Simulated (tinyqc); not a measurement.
# Resistance of a source-drain extension with a graded tip: effects of single changes

y runs along the channel, the gate covers y > 0. The doping is N0 for y < y0 and N0 10^(-(y - y0)/la) beyond, uniform over the depth xj. Sheet conductance s(y) = q mu(N) max(N - Nch, 0) xj + (for y > 0) ma Cox Vo, with mu(N) = u0 + (u1 - u0)/(1 + (N/Nr)^au) and Cox = eps0 eox/tox. Current is taken as one-dimensional; depletion of the tip, spreading and the contact are left out. The metallurgical junction lies at yj, where N = Nch.

Parameters, values chosen for the exercise; mobility law close to that of holes in silicon:
- eox = 9.1 (relative permittivity of the gate insulator (close to aluminium oxide))
- tox = 4 nm (insulator thickness)
- N0 = 5e19 cm^-3 (active doping of the extension far from the gate)
- la = 2.1 nm/decade (lateral abruptness)
- y0 = 0.9 nm (position under the gate where the fall begins (gate edge at 0))
- xj = 13 nm (depth of the extension)
- Nch = 2.8e18 cm^-3 (channel doping)
- Ls = 14 nm (spacer length)
- Vo = 0.33 V (gate overdrive)
- ma = 56 cm^2/(V s) (mobility of the gate-induced layer)
- u1 = 470.5 cm^2/(V s) (mobility at low doping)
- u0 = 44.9 cm^2/(V s) (mobility at high doping)
- Nr = 2.23e17 cm^-3 (reference doping)
- au = 0.719 (exponent)
- Lg = 50 nm (gate length)

Constants: q = 1.602176634e-19 C, eps0 = 8.8541878128e-14 F/cm where lengths are in cm. Results are converted to the units shown.

Each table varies one quantity; the others keep the values above.

## Abruptness at a fixed junction position

R_spacer = integral of dy/s from -Ls to 0, R_ov from 0 to yj, R_channel = (Lg - 2 yj)/(ma Cox Vo), R_total = 2 R_spacer + 2 R_ov + R_channel. Electrical length L_eff = ma Cox dR_total/d(1/Vo); R_series = R_total - L_eff/(ma Cox Vo). y0 is moved with la so that yj stays at 3.5288 nm.

The same in every row: yj (nm) = 3.529; R_channel (ohm um) = 1154.

Result of one run:
```
la (nm/decade)	R_spacer (ohm um)	R_ov (ohm um)	R_total (ohm um)	L_eff (nm)	R_series (ohm um)
7.4	45.36	51.81	1348	45.30	130.9
```

What becomes of these results when the lateral abruptness la is changed from 7.4 to 10 nm/decade, all else the same?

Result of the changed run:
```
la (nm/decade)	R_spacer (ohm um)	R_ov (ohm um)	R_total (ohm um)	L_eff (nm)	R_series (ohm um)
10	66.99	58.60	1405	45.84	173.3
```

The whole series:
```
la (nm/decade)	R_spacer (ohm um)	R_ov (ohm um)	R_total (ohm um)	L_eff (nm)	R_series (ohm um)
1	26.66	14.29	1236	43.33	71.61
2.3	26.66	24.72	1256	43.78	80.14
3.6	27.34	34.57	1277	44.24	89.07
4.9	31.13	41.98	1300	44.65	100.5
6.1	36.99	47.25	1322	44.98	113.7
7.4	45.36	51.81	1348	45.30	130.9
8.7	55.45	55.51	1376	45.59	150.8
10	66.99	58.60	1405	45.84	173.3
```

As la goes from 1 to 10 nm/decade, R_total rises from 1240 to 1400 ohm um, R_spacer rises from 26.7 to 67.0 ohm um and R_ov rises from 14.3 to 58.6 ohm um. R_total changes on average by 18.8 ohm um for each nm/decade. L_eff exceeds the metallurgical length by 0.384 nm in the first row and 2.90 nm in the last, since the gate also controls the lightly doped tips.

## Effect of the depth of the extension

Same model as above.

The same in every row: yj (nm) = 3.529; R_channel (ohm um) = 1154.

Effect of the depth of the extension:
```
xj (nm)	R_spacer (ohm um)	R_ov (ohm um)	R_total (ohm um)	L_eff (nm)	R_series (ohm um)
4	86.65	41.19	1409	44.70	208.3
5.6	61.89	35.47	1348	44.36	156.7
7.7	45.01	30.43	1304	44.08	120.3
11	31.51	25.31	1267	43.82	90.10
15	23.11	21.34	1242	43.63	70.35
21	16.50	17.55	1222	43.47	53.96
29	11.95	14.40	1206	43.34	41.91
40	8.665	11.73	1194	43.25	32.61
```

As xj goes from 4 to 40, R_total falls from 1410 to 1190 ohm um, L_eff falls from 44.7 to 43.2 nm and R_series falls from 208 to 32.6 ohm um.

Computed by the program tinyqc: `OMP_NUM_THREADS=1 python tinyqc.py 2282259 2282260 out.jsonl`, one thread of a shared Intel Xeon 2.30GHz, about 0.04 s for the whole run.
